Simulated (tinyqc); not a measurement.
## Cell and bit-line capacitance from two signals

Inverse problem. In a DRAM a freshly written one gives the bit-line signal (Vd/2) Cs/(Cs + Cb). Find Cs and Cb.

Values chosen for this exercise:
```
symbol,value,unit,meaning
Vd,1.4,V,array voltage
```

signal of a fresh one without and with 20 fF added to the bit line (mV): [109.37500, 94.594595]

Solution. (Vd/2)/signal = 1 + Cb/Cs, and the added capacitance raises it by its ratio to Cs.

Cs = 20.00 fF
Cb = 108.0 fF

Computed by the program tinyqc: `OMP_NUM_THREADS=1 python tinyqc.py 2130168 2130169 out.jsonl`, one thread of a shared Intel Xeon 2.30GHz, about 0.01 s for the whole run.
